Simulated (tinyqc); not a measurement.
Long-channel MOSFET, surface-potential model: one step of the calculation.

n-channel transistor on a uniformly doped p-type body, gradual-channel approximation, constant mobility, Boltzmann statistics, full ionisation. Potentials are counted from the neutral body; V is the electron quasi-Fermi potential, Vsb at the source and Vsb + Vds at the drain. Charges are magnitudes per area.

Question. Body potential, insulator capacitance and body factor. ni = sqrt(Nc Nv) exp(-Eg/(2 Vt)), Eg in volts; phiF = Vt ln(Na/ni); Cox = eps0 eox/tox; gamma = sqrt(2 q eps0 eps_r Na)/Cox. VT = Vfb + 2 phiF + gamma sqrt(2 phiF + Vsb), m = 1 + gamma/(2 sqrt(2 phiF + Vsb)).

Values chosen for this exercise; material values those of a made-up semiconductor:
```
symbol    value   unit                                      meaning
T           300      K                                  temperature
Eg         1.19     eV                                     band gap
eps_r      9.67          relative permittivity of the semiconductor
Nc      3.37e19  cm^-3       conduction-band density of states at T
Nv      2.43e19  cm^-3          valence-band density of states at T
Na       3.9e16  cm^-3                 acceptor density of the body
eox        4.04         relative permittivity of the gate insulator
tox         2.6     nm                          insulator thickness
Vfb       -0.85      V                            flat-band voltage
Vsb           0      V                     source-body reverse bias
```

Constants: q = 1.602176634e-19 C, kB = 1.380649e-23 J/K, Vt = kB T/q, eps0 = 8.8541878128e-14 F/cm where lengths are in cm. Results are converted to the units shown.

Wanted: ni; phiF; Cox; gamma; VT; m.

Answer.

ni = 2.891e9 cm^-3
phiF = 0.4244 V
Cox = 1.376 uF/cm^2
gamma = 0.07519 V^0.5
VT = 0.06812 V
m = 1.041

Program tinyqc, `OMP_NUM_THREADS=1 python tinyqc.py 2360116 2360117 out.jsonl`; Intel Xeon 2.30GHz, shared host, one thread, about 0.05 s.
